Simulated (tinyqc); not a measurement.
Comparisons within one model: six-band Luttinger-Kohn model with strain. A value that a table varies takes the place of the one given here.

Six-band Luttinger-Kohn model in the basis |3/2,3/2>, |3/2,1/2>, |3/2,-1/2>, |3/2,-3/2>, |1/2,1/2>, |1/2,-1/2>, electron energies, zero at the top of the unstrained valence band. H = -[rows: (P+Q, -S, R, 0, -S/r2, r2 R); (-S*, P-Q, 0, R, -r2 Q, r32 S); (R*, 0, P-Q, S, r32 S*, r2 Q); (0, R*, S*, P+Q, -r2 R*, -S*/r2); (-S*/r2, -r2 Q, r32 S, -r2 R, P+Dso, 0); (r2 R*, r32 S*, r2 Q, -S/r2, 0, P+Dso)], r2 = sqrt(2), r32 = sqrt(3/2). Levels are twofold.

P = c g1 k^2 - av tr(e); Q = c g2 (kx^2 + ky^2 - 2 kz^2) - (b/2)(exx + eyy - 2 ezz); R = c sqrt3 [-g2 (kx^2 - ky^2) + 2i g3 kx ky] + (sqrt3/2) b (exx - eyy) - i d exy; S = 2 c sqrt3 g3 (kx - i ky) kz - d (exz - i eyz); c = hbar^2/2m0, e the strain tensor (not engineering shear).

s11 = (C11 + C12)/((C11 - C12)(C11 + 2 C12)), s12 = -C12/((C11 - C12)(C11 + 2 C12)), s44 = 1/C44; exx = s11 sxx + s12 (syy + szz) and cyclic, exy = s44 sxy/2; tension is positive. A uniaxial stress X along the unit vector n is s_ij = X n_i n_j.

Constants: hbar^2/2m0 = 3.80998211 eV angstrom^2.

Values chosen for the exercise (near those of AlAs; the results hold for these values, not for the real material):
- Dso = 0.286 eV (spin-orbit splitting)
- g1 = 3.75 (Luttinger gamma1)
- g2 = 0.82 (gamma2)
- g3 = 1.42 (gamma3)
- av = 2.45 eV (valence hydrostatic potential)
- b = -2.36 eV (tetragonal shear potential)
- d = -3.37 eV (trigonal shear potential)
- C11 = 123 GPa
- C12 = 55 GPa
- C44 = 54.4 GPa
- load = biaxial (001) (kind of stress)
- X1 = 1.7 GPa (size of the stress)
- E_h = 60 meV (hole energy below the top)
- X = 1.83 GPa (stress)

## Sweep of a biaxial (001) stress

Edges at k = 0 and curvature masses of the top pair along [110] and [001] (step 0.0002 1/angstrom); at zero stress the top is fourfold and has no single curvature.

Edges and masses:

| X (GPa) | top (eV) | second (eV) | third (eV) | splitting (meV) | m [110] | m [001] |
|---|---|---|---|---|---|---|
| -3.00 | 0.0410 | -0.0851 | -0.4312 | 126.1 | 0.219 | 0.474 |
| -2.00 | 0.0274 | -0.0736 | -0.3659 | 101.0 | 0.219 | 0.474 |
| -1.00 | 0.0137 | -0.0465 | -0.3163 | 60.2 | 0.219 | 0.474 |
| 0.00 | 0.0000 | 0.0000 | -0.2860 | 0.0 | - | - |
| 1.00 | 0.0631 | -0.0137 | -0.2723 | 76.8 | 0.383 | 0.166 |
| 2.00 | 0.1368 | -0.0274 | -0.2692 | 164.1 | 0.413 | 0.156 |
| 3.00 | 0.2165 | -0.0410 | -0.2722 | 257.6 | 0.432 | 0.151 |

The splitting reaches 126.1 meV under compression and 257.6 meV under the same tension; linear shear terms alone would make the two equal, and the difference comes from the coupling to the split-off band. At the ends of the sweep the top pair has a mass along [110] of 0.219 under compression and 0.432 under tension, so compression gives the lighter holes along [110]; along [001] it has 0.474 and 0.151. The top edge itself moves by +41 and +217 meV. The ends of the sweep mean strains up to 2.3 %, beyond the range of linear deformation potentials.

## Which stress helps holes along [110]

Each load has size X1 (biaxial: sxx = syy); masses are curvatures of the top pair at k = 0.

Results:

| load | splitting (meV) | top edge (meV) | m [110] | m [001] |
|---|---|---|---|---|
| uniaxial [110], compression | 84.3 | 29.2 | 0.140 | 0.420 |
| uniaxial [110], tension | 72.0 | 59.6 | 0.603 | 0.183 |
| uniaxial [100], compression | 137.1 | 60.2 | 0.228 | 0.406 |
| uniaxial [100], tension | 90.6 | 76.9 | 0.299 | 0.219 |
| uniaxial [111], compression | 66.5 | 18.3 | 0.176 | 0.267 |
| uniaxial [111], tension | 53.8 | 48.3 | 0.429 | 0.267 |
| biaxial (001), compression | 90.6 | 23.2 | 0.219 | 0.474 |
| biaxial (001), tension | 137.1 | 113.9 | 0.406 | 0.158 |

The lightest mass along [110] (0.140) comes with uniaxial [110], compression. The largest splitting (137.1 meV) comes with uniaxial [100], compression; biaxial (001), tension. The heaviest mass along [001] (0.474), which lowers the confinement energy in a (001) channel, comes with biaxial (001), compression. The splitting per GPa follows b (s11 - s12) for loads along cube axes and d s44 for [111]: here 2 |b| (s11 - s12) = 69.4 and |d| s44/sqrt3 = 35.8 meV per GPa in the limit of large Dso; where the splitting nears Dso, mixing with the split-off band makes it depend on the sign of the load.

## Warping of the constant-energy contours (six-band Luttinger-Kohn model)

No strain (e = 0). In the plane kz = 0, |k| where the top and second pairs lie E_h below the top, against the angle from [100]; m = c k^2/E_h.

Contours:

| angle (degrees) | k top (1/angstrom) | k second (1/angstrom) | m top (m0) | m second (m0) |
|---|---|---|---|---|
| 0 | 0.0864 | 0.0553 | 0.474 | 0.194 |
| 9 | 0.0889 | 0.0548 | 0.501 | 0.191 |
| 18 | 0.0961 | 0.0538 | 0.587 | 0.184 |
| 27 | 0.1080 | 0.0527 | 0.740 | 0.177 |
| 36 | 0.1227 | 0.0520 | 0.956 | 0.172 |
| 45 | 0.1311 | 0.0518 | 1.092 | 0.170 |

The heavy contour reaches 1.518 times as far along [110] as along [100], the light one 0.937 times. The warping follows g3 - g2 = 0.60 and would vanish for g2 = g3. Along [100] the heavy mass is 1/(g1 - 2 g2) = 0.474 at any energy, while the light one is 0.1939, against 1/(g1 + 2 g2) = 0.1855 at the edge, for E_h/Dso = 0.21.

## What each parameter does

Edges at k = 0 under a biaxial (001) stress X and the curvature mass of the top pair along [110] (step 0.0002 1/angstrom). Each row changes one parameter from the base and keeps the others.

Results:

| case | top (eV) | second (eV) | third (eV) | mass (m0) |
|---|---|---|---|---|
| base | 0.1237 | -0.0250 | -0.2692 | 0.409 |
| g1 = 3 | 0.1237 | -0.0250 | -0.2692 | 0.590 |
| b = -1.888 eV | 0.1040 | -0.0123 | -0.2622 | 0.399 |
| C44 = 43.52 GPa | 0.1237 | -0.0250 | -0.2692 | 0.409 |
| g2 = 0.984 | 0.1237 | -0.0250 | -0.2692 | 0.458 |
| g3 = 1.136 | 0.1237 | -0.0250 | -0.2692 | 0.409 |
| C11 = 147.6 GPa | 0.0941 | -0.0118 | -0.2638 | 0.395 |
| Dso = 0.343 eV | 0.1210 | -0.0250 | -0.3235 | 0.401 |

The largest shifts from the base row, up to three for each result and ties (the steps differ in size, so this ranks the rows, not the parameters). top (eV): C11 -0.0297, b -0.0197, Dso -0.0028; unchanged at the printed digits by g1, C44, g2 and g3. second (eV): C11 +0.0132, b +0.0127; unchanged at the printed digits by g1, C44, g2, g3 and Dso. third (eV): Dso -0.0542, b +0.0070, C11 +0.0055; unchanged at the printed digits by g1, C44, g2 and g3. mass (m0): g1 +0.181, g2 +0.049, C11 -0.014; unchanged at the printed digits by C44 and g3. The Luttinger parameters multiply k^2 and cannot move the edges; av shifts all edges alike and leaves the mass.

Run: tinyqc, `OMP_NUM_THREADS=1 python tinyqc.py 1081522 1081523 out.jsonl`; Intel(R) Xeon(R) Processor @ 2.30GHz, one thread, shared host; about 0.08 s of CPU time with all checks.
